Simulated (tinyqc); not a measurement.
Inside a calculation. Model: one-diode model of a solar cell.

Program tinyqc, `OMP_NUM_THREADS=1 python tinyqc.py 2280042 2280043 out.jsonl`; Intel Xeon 2.30GHz, shared host, one thread, about 0.01 s. Printed values are rounded.

J is the current delivered and Vj = V + J Rs the junction voltage. J = X JL - J01 (exp(Vj/(n1 Vt)) - 1) - Vj/Rp. The photocurrent does not depend on voltage.

Inputs (values chosen for the exercise); values of the order met in cells of silicon:
```
symbol,value,unit,meaning
T,298.15,K,temperature
JL,41.9,mA/cm^2,photocurrent at one sun
X,10,suns,concentration
J01,3.6e-8,A/cm^2,saturation current of the diode
n1,1.51,,ideality factor of the diode
Rs,0,ohm cm^2,series resistance
Rp,40000,ohm cm^2,shunt resistance
Pin,100,mW/cm^2,incident power at one sun
```

Constants: q = 1.602176634e-19 C, kB = 1.380649e-23 J/K, Vt = kB T/q. Results are converted to the units shown.

## Starting value

Vj = 0.57 V.

Vj at the start = 0.57 V

## Iteration 1: new Vj

Maximum power: dP/dVj = f = J (1 + 2 Rs G) - G Vj = 0. G = -dJ/dVj = J01 exp(Vj/(n1 Vt))/(n1 Vt) + 1/Rp. H = dG/dVj; f' = -2 G - 2 Rs G^2 + (2 Rs J - Vj) H; Vj(new) = Vj - f/f'.

J = 332.470 mA/cm^2
G = 2.23005 S/cm^2
H = 57.4810 S/(cm^2 V)
f = -938.655 mA/cm^2
f' = -37.2242 S/cm^2
Vj after iteration 1 = 0.544784 V

## Iteration 2: new Vj

As before.

J = 373.820 mA/cm^2
G = 1.16423 S/cm^2
H = 30.0085 S/(cm^2 V)
f = -260.433 mA/cm^2
f' = -18.6766 S/cm^2
Vj after iteration 2 = 0.530839 V

## Iteration 3: new Vj

As before.

J = 387.457 mA/cm^2
G = 0.812726 S/cm^2
H = 20.9482 S/(cm^2 V)
f = -43.9698 mA/cm^2
f' = -12.7456 S/cm^2
Vj after iteration 3 = 0.527390 V

## Course of the iteration

Stop when the step is below 1e-10 V, or after 60 iterations.

Course of the iteration:

| iteration | Vj before the step (V) | step (V) |
|---|---|---|
| 1 | 0.57 | -0.0252 |
| 2 | 0.544784 | -0.0139 |
| 3 | 0.530839 | -3.45e-3 |
| 4 | 0.527390 | -1.74e-4 |
| 5 | 0.527216 | -4.16e-7 |
| 6 | 0.527215 | -2.37e-12 |

Converged in 6 iterations.

## Figures of merit

Jsc at V = 0, Voc at J = 0, the maximum power point where J (1 + 2 Rs G) = G Vj with G = -dJ/dVj; FF = Vmp Jmp/(Voc Jsc); efficiency Vmp Jmp/(X Pin). Empirical fill factor without parasitics FF0 = (v - ln(v + 0.72))/(v + 1), v = Voc/(n1 Vt).

Jsc = 419 mA/cm^2
Voc = 0.631201 V
Vmp = 0.527215 V
Jmp = 390.269 mA/cm^2
FF = 0.777985
efficiency = 20.5756 %
FF0 = 0.778074

FF is 0.012 % below FF0. Removing one loss at a time changes the efficiency by: shunt +0.00 points.
